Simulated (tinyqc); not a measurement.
Formation energy of a charged point defect from supercell energies: one step, computed by the program tinyqc. Command: `OMP_NUM_THREADS=1 python tinyqc.py 3030903 3030904 out.jsonl formation walk`. One thread of a shared host (Intel(R) Xeon(R) Processor @ 2.30GHz), about 0.01 s of CPU time with the checks.

The host is a compound AB. Making the defect adds n_A = 0, n_B = -1, n_X = 1 atoms to the cell. All total energies are inputs. E_F is counted from the valence-band maximum (VBM); x = 0 is A-rich and x = 1 B-rich growth.

Problem. Chemical potentials. dmu_A = x dH and dmu_B = (1 - x) dH, so that dmu_A + dmu_B = dH; mu = mu(element) + dmu. The impurity is held at its solubility limit: dmu_X = min(0, dH(AX) - dmu_A). The reservoir term is sum n_i mu_i.

Inputs (values chosen for the exercise, for a model compound AB):

| quantity | value | unit |
|---|---|---|
| mu_B of the pure element | -7.557 | eV |
| formation enthalpy dH of AB | -1.59 | eV |
| growth condition x | 0.84 | - |
| mu_X of the pure element | -1.207 | eV |
| formation enthalpy of AX | -2 | eV |

Defect: impurity X on a B site. Supercell lattice: bcc.

Give: dmu_A; dmu_B; dmu_X; sum n_i mu_i.

Solution.

dmu_A = -1.3356 eV

dmu_B = -0.2544 eV

dmu_X = -0.6644 eV

sum n_i mu_i = 5.94 eV

The competing phase caps mu_X.
